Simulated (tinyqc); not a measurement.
Equilibrium and kinetic segregation of a solute to boundaries and growing surfaces. From one set of inputs to another, one input at a time. Computed by tinyqc, a small Python program. Command: `OMP_NUM_THREADS=1 python tinyqc.py 3005273 3005274 out.jsonl segreg ladder`. One thread of a shared host (Intel(R) Xeon(R) Processor @ 2.30GHz), about 0.01 s of CPU time with the checks.

The inputs printed are set A. Set A is modelled on a solute in a copper line; the values taken over come from a set modelled on arsenic in polycrystalline silicon. Inputs not listed in the table keep their values of set A, so the rows need not describe a real material.

Inputs (values chosen for the exercise, modelled on a solute in a copper line):
```
quantity                               value          unit
segregation energy Q                   0.483            eV
interaction z w (positive attracts)   -0.093            eV
total solute fraction x0             0.00027             -
temperature T                            825             K
grain size d                              27            nm
boundary thickness delta                0.48            nm
atomic volume Omega                    11.81    angstrom^3
clean boundary energy gamma_0           0.95         J/m^2
exchange barrier E_b                    1.61            eV
surface segregation energy E_s          0.22            eV
growth temperature T_g                   770             K
growth rate                              2.6  monolayers/s
```

Isotherm: Fowler-Guggenheim.

Constants: k_B = 8.617333262e-05 eV/K; 1 eV/angstrom^2 = 16.02176634 J/m^2.

Method:
- With theta the solute fraction on boundary sites and x that in the grains, theta/(1 - theta) = [x/(1 - x)] exp[(Q + z w theta)/(k_B T)].
- Finite grains: boundary sites are the fraction f = 3 delta/d, and x0 = (1 - f) x + f theta; solve both equations for theta; share at boundaries = f theta/x0.
- Gibbs adsorption for this isotherm in a dilute matrix: gamma = gamma_0 + Gam_0 [k_B T ln(1 - theta) + z w theta^2/2], Gam_0 = delta/Omega sites per area.
- Two-state exchange during growth, dilute: jump up r_u = nu exp(-E_b/(k_B T_g)), jump back r_d = r_u exp(-E_s/(k_B T_g)), nu = 1e13 1/s. In the time 1/R of one monolayer the share carried up is p = [r_u/(r_u + r_d)] [1 - exp(-(r_u + r_d)/R)]; the tail decays as p^n, length -1/ln p monolayers; the equilibrium limit has p = r_u/(r_u + r_d).

Each row keeps all changes above it:
```
input moved                                  from       to  fraction x left in the grains  boundary energy gamma (J/m^2)  decay length (monolayers)
set A                                           -        -                     5.6251e-06                        0.94769                     28.035
grain size d (nm)                              27      140                     2.7891e-05                        0.93879                     28.035
interaction z w (positive attracts) (eV)   -0.093     0.05                     2.6727e-05                        0.93900                     28.035
boundary thickness delta (nm)                0.48     0.53                     2.4419e-05                        0.93890                     28.035
segregation energy Q (eV)                   0.483    0.407                     6.0687e-05                        0.94052                     28.035
growth temperature T_g (K)                    770      680                     6.0687e-05                        0.94052                     30.068
exchange barrier E_b (eV)                    1.61     1.54                     6.0687e-05                        0.94052                     43.206
total solute fraction x0                  0.00027  0.00043                     9.6911e-05                        0.93489                     43.206
```

Fraction x left in the grains goes from 5.63e-6 to 9.69e-5, a factor 17.2 in all. The largest single move comes from grain size d (a factor 4.96). Boundary energy gamma goes from 0.948 to 0.935, a factor 0.9865 in all. The largest single move comes from grain size d (a factor 0.9906), and segregation energy Q works against it (a factor 1.0017). Decay length goes from 28.0 to 43.2, a factor 1.54 in all. The largest single move comes from exchange barrier E_b (a factor 1.44). The single moves hold for this order of the switches; the total does not depend on the order.

Extremes, crossings and ranges named in words are read from the listed rows.
